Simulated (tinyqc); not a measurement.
Short-channel transistor, virtual-source model with series resistance: two steps of the calculation.

The current per gate width is the charge at the top of the source barrier (the virtual source) times its velocity times a saturation function; al and be are fitting constants of the model. Units: I in uA/um, Rs in ohm um, so I Rs = 1e-6 I Rs in volts; Q in uC/cm^2, so I = 1e-4 Q vx0 Fsat with vx0 in cm/s.

Inputs (values chosen for the exercise):
- T = 250 K (temperature)
- Cinv = 1.22 uF/cm^2 (inversion capacitance)
- vx0 = 6.9e6 cm/s (velocity at the virtual source)
- mu = 620 cm^2/(V s) (apparent mobility)
- L = 90 nm (channel length)
- VT0 = 0.5 V (threshold at zero drain voltage)
- dl = 0.148 V/V (drain-induced barrier lowering)
- n0 = 1.42 (subthreshold factor)
- nd = 0.2 1/V (growth of n with drain voltage)
- al = 3.5 (threshold shift (in units of Vt) from weak to strong inversion)
- be = 2 (sharpness of saturation)
- Rs = 90 ohm um (series resistance of each contact)
- Vgs = 0.86 V (gate voltage)
- Vds = 0.5 V (drain voltage)

Constants: q = 1.602176634e-19 C, kB = 1.380649e-23 J/K, Vt = kB T/q. Results are converted to the units shown.

Problem 1. Current through the series resistance. Intrinsic voltages Vg' = Vgs - I Rs, Vd' = Vds - 2 I Rs. n = n0 + nd Vd', VT = VT0 - dl Vd', Ff = 1/(1 + exp((Vg' - VT + al Vt/2)/(al Vt))), Q = Cinv n Vt ln(1 + exp((Vg' - VT + al Vt Ff)/(n Vt))), Vdsat = (vx0 L/mu)(1 - Ff) + Vt Ff, Fsat = u/(1 + u^be)^(1/be) with u = Vd'/Vdsat, and I(out) = Q vx0 Fsat per width. (Fsat takes the sign of u.) I(new) = I + 0.3 (I(out) - I).

I at the start = 0 uA/um

Give: Vg'; Vd'; VT; Ff; Q; Vdsat; Fsat; I(out); I after iteration 1.

Solution 1.

Vg' = 0.8600 V
Vd' = 0.5000 V
VT = 0.4260 V
Ff = 0.001916
Q = 0.5297 uC/cm^2
Vdsat = 0.1000 V
Fsat = 0.9806
I(out) = 358.4 uA/um
I after iteration 1 = 107.5 uA/um

Problem 2. What the series resistance costs. n = n0 + nd Vd', VT = VT0 - dl Vd', Ff = 1/(1 + exp((Vg' - VT + al Vt/2)/(al Vt))), Q = Cinv n Vt ln(1 + exp((Vg' - VT + al Vt Ff)/(n Vt))), Vdsat = (vx0 L/mu)(1 - Ff) + Vt Ff, Fsat = u/(1 + u^be)^(1/be) with u = Vd'/Vdsat, and I = Q vx0 Fsat per width. I0 is the current for Rs = 0. Effective velocity I/Q; transit time L Q/I.

converged I = 325.36553 uA/um
I0 = 358.36432 uA/um

Wanted: loss against I0; effective velocity; transit time.

Solution 2.

loss against I0 = 9.208 %
effective velocity = 6.730e6 cm/s
transit time = 1.337 ps

The carriers leave the virtual source at 97.5 % of vx0: the device is in saturation.

Computed by the program tinyqc: `OMP_NUM_THREADS=1 python tinyqc.py 2380033 2380034 out.jsonl`, one thread of a shared Intel Xeon 2.30GHz, about 0.01 s for the whole run.
